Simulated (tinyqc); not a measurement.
## Well width for a wanted wavelength

Question. The layer is x parts of the first compound and 1 - x of the second, grown coherently on the second as substrate and barrier. Rows of the table: lattice constant a, average valence level Ea on an absolute scale, spin-orbit splitting so, gaps at Gamma, X and L, hydrostatic deformation potentials av and ac (Gamma), shear potential b, elastic constants, electron and heavy-hole (along z) masses. All are interpolated linearly in x; gaps get -C x (1 - x), taken wholly in the conduction band; real line-ups can differ from this model by 0.1 eV or more. In-plane strain e = (a_substrate - a)/a, e_z = -2 (c12/c11) e, volume change 2 e + e_z. With v = 2 e + e_z and d = 2 b (e_z - e): Eav = Ea + av v; E_hh = Eav + so/3 - d/2; E_lh = Eav - so/6 + d/4 + sqrt(so^2 + so d + 9 d^2/4)/2; E_c = Ea + so/3 + EG + ac v (Gamma). Substrate: E_v = Ea + so/3, E_c = E_v + EG. Well depths: dEc = E_c(substrate) - E_c, dEhh = E_hh - E_v(substrate), dElh likewise; strained Gamma gap E_c - max(E_hh, E_lh); positive values confine carriers in the layer. Lowest level of a finite well of width Lw and depth V: kw Lw/2 = arctan(sqrt((mw/mb)(V - E)/E)), kw = sqrt(mw E/C), C = hbar^2/(2 m0), for electrons (dEc) and heavy holes (dEhh), mb from the substrate; transition E_c - E_hh + both levels, without exciton binding; wavelength h c/E. Find Lw and the two levels.

Parameters, values chosen for the exercise:
- x = 0.11 (fraction of the first compound in the layer)
- CG = 0.477 eV (bowing of the Gamma gap)
- CX = 1.4 eV (bowing of the X gap)
- CL = 0.33 eV (bowing of the L gap)

Constants: q = 1.602176634e-19 C, hbar = 1.054571817e-34 J s, h = 6.62607015e-34 J s, m0 = 9.1093837015e-31 kg, c = 299792458 m/s, hbar^2/(2 m0) = 0.0380998212 eV nm^2. Results are converted to the units shown.

Binary compounds, values chosen for the exercise:
```
              close to InAs  close to GaAs
a (angstrom)          6.058          5.653
Ea (eV)               -6.67          -6.92
so (eV)               0.382          0.337
EG (eV)               0.358           1.41
EX (eV)                1.39           1.89
EL (eV)                1.07           1.69
av (eV)                   1           1.16
ac (eV)               -5.14          -7.26
b (eV)                -1.77          -1.72
c11 (GPa)              82.1            120
c12 (GPa)              45.2           53.8
me (m0)               0.023         0.0664
mh (m0)               0.331          0.349
```

wavelength = 945.85117 nm

Answer. Both levels fall steadily as the well widens, so the wavelength rises steadily and one width matches.

Lw = 13.5 nm
electron level = 15.7 meV
heavy-hole level = 3.90 meV

Computed by the program tinyqc: `OMP_NUM_THREADS=1 python tinyqc.py 2690172 2690173 out.jsonl`, one thread of a shared Intel Xeon 2.30GHz, about 0.01 s for the whole run.
